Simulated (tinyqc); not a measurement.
Decay of LO phonons and the hot-phonon bottleneck in the cooling of electrons: one step, computed by the program tinyqc.

n(E, T) = 1/(exp(E/(k_B T)) - 1) is the Bose occupation. Electrons have a temperature T_e; the LO modes within their reach share one occupation N; the decay products stay at the lattice temperature.

Problem. Electron and phonon temperatures in closed form. Net emission per electron: [(N + 1) x - N]/tau_sp with x = exp(-hbar omega/(k_B T_e)), a simple two-level balance; steady state of the modes: n [(N + 1) x - N]/tau_sp = N_m (N - N_0)/tau; power per electron P = hbar omega [(N + 1) x - N]/tau_sp. With p = P tau_sp/(hbar omega): N = N_0 + r p and x = (p + N)/(N + 1); without hot phonons N = N_0. The mode temperature T_LO solves n(hbar omega, T_LO) = N.

Inputs (values chosen for the exercise, modelled on gallium nitride): LO energy hbar omega = 91.9 meV; lattice temperature T = 400 K; power supplied per electron P = 1.6 nW.

Decay channel: two unequal phonons (Ridley).

emission time tau_sp = 8.390782 fs

equilibrium LO occupation N_0 = 0.07471435

bottleneck ratio r = 32.96738

Constants: e = 1.602176634e-19 C; k_B = 8.617333262e-05 eV/K.

Give: reduced power p; LO occupation N; electron temperature T_e; T_e without hot phonons; mode temperature T_LO.

Solution.

reduced power p = 9.118e-04

LO occupation N = 0.1048

electron temperature T_e = 454.4 K

T_e without hot phonons = 401.8 K

mode temperature T_LO = 452.7 K
